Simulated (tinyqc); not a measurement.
Inside a calculation. Method: MP2 on RHF in the sto-6g basis, for H3+, spin multiplicity 1. Computed by tinyqc, a small Python program that keeps every step (integrals from PySCF). Settings: charge = 1, multiplicity = 1, basis = sto-6g, method = RHF, energy threshold = 1e-10, iteration cap = 87, orthogonalisation = canonical, start = atomic densities, DIIS depth = 6. Command: `OMP_NUM_THREADS=1 python tinyqc.py 21552 21553 out.jsonl` (the two numbers bound the seeds that draw the settings). One thread of a shared host (Intel(R) Xeon(R) Processor @ 2.60GHz), about 0.1 s of CPU time with the checks. The early iterations of the SCF are left out here.

## One-electron integrals

Geometry (angstrom):
```
atom         x         y          z
H     0.000000  0.000000   0.000000
H     0.000000  0.000000   0.847000
H     0.000000  0.725000  -0.438000
```

Basis sto-6g: exponents (1/bohr^2) and contraction coefficients of normalised primitives:
```
element  l (shell)   exponent  coefficient
H            s (1)  35.523221     0.009164
H            s (1)   6.513144     0.049361
H            s (1)   1.822143     0.168538
H            s (1)   0.625955     0.370563
H            s (1)   0.243077     0.416492
H            s (1)   0.100112     0.130334
```

Overlap, kinetic and nuclear-attraction integrals over the contracted functions; the nuclear repulsion is the sum of Za Zb / Rab.

nuclear repulsion = 1.60817009 hartree

overlap S:
```
          1H 1s     2H 1s     3H 1s
1H 1s  1.000000  0.590590  0.590567
2H 1s  0.590590  1.000000  0.266040
3H 1s  0.590567  0.266040  1.000000
```

kinetic energy T (hartree):
```
          1H 1s     2H 1s     3H 1s
1H 1s  0.768522  0.176623  0.176606
2H 1s  0.176623  0.768522  0.011469
3H 1s  0.176606  0.011469  0.768522
```

nuclear attraction V (hartree):
```
           1H 1s      2H 1s      3H 1s
1H 1s  -2.418649  -1.289668  -1.289606
2H 1s  -1.289668  -2.186190  -0.539337
3H 1s  -1.289606  -0.539337  -2.186170
```

core Hamiltonian H = T + V (hartree):
```
           1H 1s      2H 1s      3H 1s
1H 1s  -1.650127  -1.113045  -1.113001
2H 1s  -1.113045  -1.417668  -0.527868
3H 1s  -1.113001  -0.527868  -1.417648
```

## Two-electron integrals

Functions are numbered as in S; the eight-fold symmetry (ij|kl) = (ji|kl) = (kl|ij) leaves the list below.

Two-electron integrals (ij|kl) in chemists' order, unique and non-zero (hartree):
```
(11|11) 0.774999   (21|11) 0.385413   (21|21) 0.231966   (22|11) 0.530545
(22|21) 0.385413   (22|22) 0.774999   (31|11) 0.385395   (31|21) 0.188062
(31|22) 0.256883   (31|31) 0.231946   (32|11) 0.158019   (32|21) 0.090248
(32|22) 0.143518   (32|31) 0.090245   (32|32) 0.040362   (33|11) 0.530533
(33|21) 0.256890   (33|22) 0.350967   (33|31) 0.385395   (33|32) 0.143518
(33|33) 0.774999
```

## Orthogonalisation

S = U s U^T; canonical form X = U s^(-1/2), so that X^T S X = 1. Each column of U has its largest component positive (the first on a tie).

eigenvalues of S: 0.287290  0.733960  1.978750

X:
```
               1          2         3
1H 1s   1.419205  -0.000018  0.461456
2H 1s  -0.856385  -0.825350  0.382384
3H 1s  -0.856313   0.825390  0.382375
```

## Iteration 8 (converged): orbitals

converged F (hartree):
```
           1H 1s      2H 1s      3H 1s
1H 1s  -0.932616  -0.805736  -0.805709
2H 1s  -0.805736  -0.691683  -0.479017
3H 1s  -0.805709  -0.479017  -0.691666
```

Diagonalise F' = X^T F X, C = X C', fill 1 alpha and 1 beta electrons from the bottom; D = 2 C_occ C_occ^T. Each column has its largest component positive (the first on a tie).

F' = X^T F X (hartree):
```
           1          2          3
1   0.321454   0.000000  -0.081785
2   0.000000  -0.289739   0.000003
3  -0.081785   0.000003  -1.109618
```

orbital energies (hartree): MO1 -1.114277, MO2 -0.289739, MO3 0.326113

coefficients C:
```
            MO1        MO2        MO3
1H 1s  0.541421  -0.000015   1.390664
2H 1s  0.333064  -0.825349  -0.876745
3H 1s  0.333053   0.825391  -0.876674
```

D after iteration 8:
```
          1H 1s     2H 1s     3H 1s
1H 1s  0.586274  0.360656  0.360644
2H 1s  0.360656  0.221863  0.221856
3H 1s  0.360644  0.221856  0.221849
```

## Convergence

Stop when the energy changes by less than 1e-10 hartree and every element of the error matrix X^T (F D S - S D F) X is below 3e-06.

Course of the cycle:
```
iteration  E (hartree)     change  largest element of the error matrix
1          -0.68320652          -                             1.18e-01
2          -1.22425806  -5.41e-01                             5.70e-03
3          -1.22427105  -1.30e-05                             5.81e-04
4          -1.22427119  -1.36e-07                             1.09e-05
5          -1.22427119  -3.49e-11                             5.74e-06
6          -1.22427119  -6.91e-12                             3.98e-06
7          -1.22427119  -2.57e-12                             3.08e-06
8          -1.22427119  -3.83e-12                             1.41e-09
```

PySCF RHF in the same basis = -1.22427119 hartree

Converged in 8 iterations.

## Integrals over molecular orbitals

(pq|rs) = sum C_ip C_jq C_kr C_ls (ij|kl), one index at a time.

one-electron integrals over orbitals h = C^T H C (hartree):
```
           1          2          3
1  -1.718164   0.000006  -0.080677
2   0.000006  -1.212313  -0.000004
3  -0.080677  -0.000004  -0.753968
```

Two-electron integrals over orbitals (pq|rs), unique and non-zero (hartree):
```
(11|11) 0.603887    (21|11) -0.000006   (21|21) 0.144768    (22|11) 0.533671
(22|21) 0.000009    (22|22) 0.587172    (31|11) 0.080677    (31|21) 1.67e-06
(31|22) -0.040917   (31|31) 0.135302    (32|11) 2.76e-06    (32|21) -0.125679
(32|22) -0.000008   (32|31) -0.000006   (32|32) 0.132744    (33|11) 0.607692
(33|21) -0.000010   (33|22) 0.541951    (33|31) 0.096826    (33|32) 0.000007
(33|33) 0.653303
```

## Second-order Moller-Plesset energy

Hartree-Fock energy = -1.22427119 hartree

E2 = sum_ijab (ia|jb) [2 (ia|jb) - (ib|ja)] / (e_i + e_j - e_a - e_b) over occupied i, j and virtual a, b; the opposite-spin part is (ia|jb)^2 / denominator, the rest is same-spin, and SCS-MP2 scales them by 6/5 and 1/3.

Terms:
```
i  j  a  b   (ia|jb)   (ib|ja)  denominator       term
1  1  2  2  0.144768  0.144768    -1.649076  -0.012709
1  1  3  3  0.135302  0.135302    -2.880780  -0.006355
1  1  3  2  1.67e-06  1.67e-06    -2.264928          0
1  1  2  3  1.67e-06  1.67e-06    -2.264928          0
```

Pair energies (hartree; pair i-j sums ij and ji):
```
pair  opposite spin  same spin
1-1       -0.019064          0
```

MP2 correlation energy = -0.01906354 hartree

SCS-MP2 correlation energy = -0.02287625 hartree

MP2 total energy = -1.24333473 hartree
